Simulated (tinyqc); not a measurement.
What each parameter does: band offset of a heterojunction with an interface dipole (two-band chains, self-consistent charge).

Sites alternate A, C. Left: A at -G1/2, C at +G1/2, hopping -t1; right: A at D - G2/2, C at D + G2/2, hopping -t2; the bonds across the two interfaces of a ring (C left to A right, C right to A left) have -sqrt(t1 t2). D is the offset of the mid-gaps, so Ev(right) - Ev(left) = D - (G2 - G1)/2 and Ec(right) - Ec(left) = D + (G2 - G1)/2. The closing bond has its sign reversed (antiperiodic ring). Half the levels are filled with two electrons each. The charge moved is q = (electrons on the left) less one a site; the mean over the two interfaces, q/2, is taken as the charge that crosses each, and its dipole opposes the offset: D = D0 - u q/2.

From here on the ring has 24 cells a side.

Values chosen for the exercise (gaps near those of InGaAs and InP; the chains and D0 are free models, so the offsets are not those of the real pair; not measured data):

| symbol | value | unit | meaning |
|---|---|---|---|
| G1 | 0.75 | eV | gap on the left |
| G2 | 1.32 | eV | gap on the right |
| t1 | 1.8 | eV | hopping on the left |
| t2 | 2.57 | eV | hopping on the right |
| D0 | -0.52 | eV | mid-gap of the right side above that of the left, without dipole |
| u | 2.8 | eV | potential step per electron moved across |

Self-consistent D by bisection, q there, and the two offsets.

One parameter was then changed.

Results before and after:

| case | D (eV) | q | valence offset (eV) | conduction offset (eV) |
|---|---|---|---|---|
| base | -0.2996 | -0.1574 | -0.5846 | -0.0146 |
| changed | -0.3106 | -0.1495 | -0.6946 | 0.0734 |

Which of these changes was made? (a) t1 = 2.07 eV; (b) G1 = 0.862 eV; (c) t2 = 2.955 eV; (d) D0 = -0.598 eV; (e) u = 3.22 eV; (f) G2 = 1.518 eV.

Answer: (f) G2 = 1.518 eV. Of the candidates, run in turn, only this one gives the changed row.

All candidates:

| case | D (eV) | q | valence offset (eV) | conduction offset (eV) |
|---|---|---|---|---|
| base | -0.2996 | -0.1574 | -0.5846 | -0.0146 |
| G1 = 0.862 eV | -0.3066 | -0.1525 | -0.5356 | -0.0776 |
| G2 = 1.518 eV | -0.3106 | -0.1495 | -0.6946 | 0.0734 |
| t1 = 2.07 eV | -0.2996 | -0.1574 | -0.5846 | -0.0146 |
| t2 = 2.955 eV | -0.3000 | -0.1572 | -0.5850 | -0.0150 |
| D0 = -0.598 eV | -0.3439 | -0.1815 | -0.6289 | -0.0589 |
| u = 3.22 eV | -0.2819 | -0.1479 | -0.5669 | 0.0031 |

Program tinyqc; command `OMP_NUM_THREADS=1 python tinyqc.py 1482652 1482653 out.jsonl`; about 0.5 s on one thread of a shared Intel(R) Xeon(R) Processor @ 2.30GHz.
